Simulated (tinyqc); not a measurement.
Inside a calculation. Model: band-to-band tunnelling and avalanche in a reverse-biased abrupt junction. Computed by tinyqc, a small Python program that keeps every step. Command: `OMP_NUM_THREADS=1 python tinyqc.py 3006289 3006290 out.jsonl zener walk`. One thread of a shared host (Intel(R) Xeon(R) Processor @ 2.30GHz), about 0.01 s of CPU time with the checks. Intermediate numbers are printed to about 6 digits and carried at full precision; extremes and crossings named in words are read from the listed rows.

Direct Kane tunnelling in the local field (for indirect gaps the mass is an effective fit) and one ionisation coefficient for both carriers. N is the doping of the light side, or N_A N_D/(N_A + N_D) for the symmetric junction; the built-in voltage is taken as E_g/e.

Inputs (values chosen for the exercise, modelled on silicon):
```
quantity,value,unit
"band gap at 300 K, E_g",1.12,eV
"gap narrowing with temperature, -dE_g/dT",0.25,meV/K
reduced tunnelling mass m_r,0.23,m_0
permittivity eps,11.7,-
ionisation prefactor a,1e+06,1/cm
"ionisation field at 300 K, b",1.66e+06,V/cm
relative rise of b with temperature,5.5,1e-4/K
effective doping N,9.7e+17,1/cm^3
reverse bias V_R,2.7,V
"current density that defines tunnel breakdown, J_0",10,A/cm^2
temperature T,300,K
```

Junction: one-sided.

Constants: eps_0 = 8.8541878128e-12 F/m; e = 1.602176634e-19 C; m_0 = 9.1093837015e-31 kg; hbar = 1.054571817e-34 J s.

## Junction at the given bias

E_g(T) = E_g - (T - 300 K)(-dE_g/dT); b(T) = b [1 + (rise)(T - 300 K)]; w = sqrt(2 eps eps_0 (V_R + E_g/e)/(e N)); F_m = 2 (V_R + E_g/e)/w; the field falls linearly from F_m to 0 across w.

E_g(T) = 1.12 eV

depletion width w = 71.3630 nm

peak field F_m = 1.07058 MV/cm

shortest tunnelling distance E_g/(e F_m) = 10.4616 nm

## Kane coefficients and peak generation rate

Kane: G(F) = A F^2 exp(-B/F), A = e^2 sqrt(m_r)/(18 pi hbar^2 sqrt(E_g)), B = pi sqrt(m_r) E_g^(3/2)/(2 e hbar), SI units; J = e int G dx x V_R/(V_R + E_g/e), the last factor making J vanish at zero bias; int G dx = (w/F_m) int_0^F_m G dF by 64 Gauss-Legendre points.

A = 4.41053e+20 1/(cm s V^2)

B = 32.3470 MV/cm

B/F_m = 30.2144

G(F_m) = 3.81756e+19 1/(cm^3 s)

## Tunnel current and multiplication

Avalanche: I = (w/F_m) int_0^F_m a exp(-b/F) dF by 64 Gauss-Legendre points, M = 1/(1 - I), breakdown at I = 1.

tunnel current density = 9.04639e-07 A/cm^2

ionisation integral I = 0.486903

The estimate e G(F_m) w (F_m/B) V_R/(V_R + E_g/e), which keeps only the region near the peak, gives 1.02e-6 A/cm^2.

## Which breakdown comes first?

V_Z solves J = J_0 and V_A solves I = 1; the lower one is the breakdown voltage; temperature coefficients by a central difference of +/- 10 K.

tunnel breakdown V_Z = 11.5846 V

avalanche breakdown V_A = 5.14528 V

breakdown voltage = 5.14528 V

dV_Z/dT = -7.10190 mV/K

dV_A/dT = 4.61112 mV/K

Avalanche comes first, at 4.6 E_g/e. V_Z falls on heating because the gap shrinks, and V_A rises because carriers lose more energy to phonons. Caution: V_A is below about 5 E_g/e, where the local law understates it, since it ignores the distance a carrier needs to reach the ionisation energy.

## Against the doping

The formulas are those given above.

Breakdown:
```
N (1/cm^3),V_Z (V),V_A (V),F_m at breakdown (MV/cm),first
1.90e+16,4.48898e+02,38.1380,0.48033,avalanche
4.80e+16,1.91790e+02,21.6873,0.58192,avalanche
1.20e+17,8.26298e+01,12.9727,0.72325,avalanche
2.90e+17,3.65145e+01,8.3405,0.92121,avalanche
5.80e+17,1.90244e+01,6.1893,1.14513,avalanche
9.70e+17,1.15846e+01,5.1453,1.37107,avalanche
1.90e+18,5.87235e+00,4.2965,1.78418,avalanche
4.80e+18,2.01290e+00,3.8882,2.15674,tunnelling
1.20e+19,4.08286e-01,4.3413,2.38175,tunnelling
```

The mechanism changes between 1.90e18 and 4.80e18 per cm^3. Across the table V_Z + E_g/e scales as N^-0.88 and V_A as N^-0.34: tunnelling needs a nearly fixed field, while avalanche in a thinner layer needs a higher one. Rows with V_Z below E_g/e understate it, since the local Kane formula overestimates the current there. Rows with V_A below about 5 E_g/e understate it, since the local law ignores the distance a carrier needs to reach the ionisation energy; silicon and germanium junctions change over near 4 to 6 E_g/e.

Checks made by the program: field integral against adaptive quadrature in x (relative difference 2e-10).
